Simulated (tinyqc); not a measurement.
# Worked calculation: energy and delay of logic against supply voltage

Computed by the program tinyqc: `OMP_NUM_THREADS=1 python tinyqc.py 2082126 2082127 out.jsonl`, one thread of a shared Intel Xeon 2.30GHz, about 0.01 s for the whole run. Printed values are rounded.

One expression serves below and above threshold: I(Vg) = Ik [ln(1 + exp((Vg - VT + dd V)/(al nf Vt)))]^al, with I_on = I(V) and I_off = I(0). Gate delay td = kd C V/I_on, clock period LD td. Per gate and cycle the switching energy is act C V^2 and the leakage energy I_off V LD td. No short-circuit current, no variation. Minima are sought above 0.09 V; below a few Vt gates no longer switch and the model has no meaning.

Inputs (values chosen for the exercise); values of the order met in logic technologies:
```
symbol  value  unit                               meaning
T         358     K                           temperature
VT       0.34     V  threshold voltage at zero drain bias
nf       1.38                                slope factor
dd       0.07         barrier lowering per volt of supply
Ik        0.7    uA            specific current of a gate
al       1.86                 exponent of the current law
C         1.1    fF            load capacitance of a gate
kd        1.1                                delay factor
LD         60                                 logic depth
act       0.2                             activity factor
V        0.73     V                        supply voltage
```

Constants: q = 1.602176634e-19 C, kB = 1.380649e-23 J/K, Vt = kB T/q. Results are converted to the units shown.

## Currents, delay and energies

I_on, I_off, td, clock frequency 1/(LD td), both energies and their sum.

I_on = 17.1003 uA
I_off = 0.771938 nA
td = 51.6542 ps
clock frequency = 0.322659 GHz
switching energy = 117.238 aJ
leakage energy = 1.74647 aJ
energy = 118.984 aJ

I_on/I_off = 22200; leakage makes up 1.47 % of the energy.

## Starting value

V = 0.33 V.

V at the start = 0.33 V

## Iteration 1: new V

Minimum-energy supply: E(V) is the energy per gate and cycle; with h = 0.001 V, E' = (E(V + h) - E(V - h))/(2 h), E'' = (E(V - h) - 2 E(V) + E(V + h))/h^2, V(new) = V - E'/E''.

E' = 74.5514 aJ/V
E'' = 1399.45 aJ/V^2
V after iteration 1 = 0.276728 V

## Iteration 2: new V

As before.

E' = -22.8424 aJ/V
E'' = 2334.37 aJ/V^2
V after iteration 2 = 0.286513 V

## Iteration 3: new V

As before.

E' = -1.01695 aJ/V
E'' = 2128.66 aJ/V^2
V after iteration 3 = 0.286991 V

## Course of the iteration

Stop when the step is below 1e-9 V, or after 40 iterations.

Course of the iteration:
```
iteration,V before the step (V),step (V)
1,0.33,-0.0533
2,0.276728,9.79e-3
3,0.286513,4.78e-4
4,0.286991,1.09e-6
5,0.286992,-7.48e-13
```

Converged in 5 iterations. There leakage makes up 38.5 % of the energy and the clock runs at 9.49 MHz.
